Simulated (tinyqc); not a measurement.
Undoped symmetric double-gate MOSFET, analytic potential model: effect of the temperature.

An undoped body of thickness ts between two equal insulators and tied gates; long channel, electrons only, n = ni exp((psi - V)/Vt) with V the quasi-Fermi potential (0 at the source, Vd at the drain), constant mobility, no quantisation. Across the body psi(x) = V - 2 Vt ln[(ts/(2 beta)) sqrt(q ni/(2 eps0 eps_r Vt)) cos(2 beta x/ts)], x from the centre. Q is the electron charge per area of the whole body.

Nc and Nv are given at 400 K and scale as (T/400 K)^1.5; Eg and mu are held fixed. ni = sqrt(Nc Nv) exp(-Eg/(2 Vt)), Eg in volts; r = eps_r tox/(eox ts); V0 = dphi + 2 Vt ln[(2/ts) sqrt(2 eps0 eps_r Vt/(q ni))]. beta (between 0 and pi/2) solves (Vg - V0 - V)/(2 Vt) = ln(beta) - ln(cos beta) + 2 r beta tan(beta). Q = 8 eps0 eps_r Vt beta tan(beta)/ts; I = mu (1/L)(4 eps0 eps_r/ts)(2 Vt)^2 [g(beta_s) - g(beta_d)] per width, g = beta tan(beta) - beta^2/2 + r beta^2 tan^2(beta), with beta_s at V = 0 and beta_d at V = Vd.  I(low) is taken at Vg = 0.23 V, Qs and I(high) at Vg = 0.98 V.

Parameters, values chosen for the exercise; material values close to those of silicon:
```
symbol,value,unit,meaning
Eg,1.12,eV,band gap
eps_r,11.8,,relative permittivity of the semiconductor
Nc,4.23e19,cm^-3,conduction-band density of states at the reference temperature
Nv,4.11e19,cm^-3,valence-band density of states at the reference temperature
eox,3.84,,relative permittivity of the gate insulator
tox,1.3,nm,insulator thickness
ts,10,nm,body thickness
dphi,0.03,V,gate work function less that of the intrinsic body
mu,580,cm^2/(V s),channel mobility
L,0.5,um,gate length
Vd,0.05,V,drain voltage
```

Constants: q = 1.602176634e-19 C, kB = 1.380649e-23 J/K, Vt = kB T/q, eps0 = 8.8541878128e-14 F/cm where lengths are in cm. Results are converted to the units shown.

Effect of the temperature:

| T (K) | V0 (V) | I(low) (nA/um) | Qs(high) (nC/cm^2) | I(high) (uA/um) |
|---|---|---|---|---|
| 220 | 0.5361 | 3.151e-4 | 1835 | 99.59 |
| 250 | 0.5273 | 0.004114 | 1842 | 100.1 |
| 280 | 0.5185 | 0.03172 | 1852 | 100.7 |
| 310 | 0.5094 | 0.1678 | 1864 | 101.6 |
| 340 | 0.5003 | 0.6714 | 1880 | 102.5 |
| 370 | 0.4910 | 2.172 | 1897 | 103.6 |
| 400 | 0.4816 | 5.949 | 1916 | 104.8 |
| 430 | 0.4722 | 14.27 | 1937 | 106.0 |

As T goes from 220 to 430 K, I(low) rises from 3.15e-4 to 14.3 nA/um and I(high) rises from 99.6 to 106 uA/um. V0 falls from 0.536 to 0.472 V. In every row the surface density at the source at the higher gate voltage passes 0.3 Nc, where Boltzmann statistics fail. In every row the mobility is held fixed, though a real one changes with T.

Numbers from tinyqc (`OMP_NUM_THREADS=1 python tinyqc.py 2440071 2440072 out.jsonl`; about 0.02 s on one thread of a shared Intel Xeon 2.30GHz).
